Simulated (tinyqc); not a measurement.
Lossy on-chip transmission line with skin effect: one step of the calculation.

A uniform line in a homogeneous dielectric: c = sqrt(er)/(c0 Z0), l = Z0 sqrt(er)/c0 (c0 = 299792458 m/s), g = w c td, w = 2 pi f. The resistance joins its limits as r = sqrt(r_dc^2 + r_hf^2), with r_dc = rho/(wd th), r_hf = kr rho/(2 delta (wd + th)), delta = sqrt(rho/(pi f mu0)), mu0 = 4 pi 1e-7 H/m; this is an interpolation, and internal inductance, up to 0.05 nH/mm at low frequency, is neglected.

Question. Reflection, input impedance and transfer. ZL = 1/(1/RL + i w CL); reflection (ZL - Zc)/(ZL + Zc); Zin = Zc (ZL + Zc tanh(gamma len))/(Zc + ZL tanh(gamma len)); H = V_load/V_source = [Zin/(Zin + Rg)]/[cosh(gamma len) + (Zc/ZL) sinh(gamma len)].

Values chosen for this exercise: source resistance Rg = 25 ohm; load resistance RL = 1e5 ohm; load capacitance CL = 100 fF; frequency f = 3.7 GHz.

gamma len = 0.10884613+0.15713048i
Zc = 69.327497-48.023971i ohm

Wanted: ZL; reflection at the load; Zin; H; |H|.

Answer.

ZL = 1.85-430.14i ohm
reflection at the load = 0.76126-0.25444i
Zin = 9.39-214.53i ohm
H = 0.99252-0.16860i
|H| = 0.058348 dB

Computed by the program tinyqc: `OMP_NUM_THREADS=1 python tinyqc.py 2810162 2810163 out.jsonl`, one thread of a shared Intel Xeon 2.30GHz, about 0.01 s for the whole run.
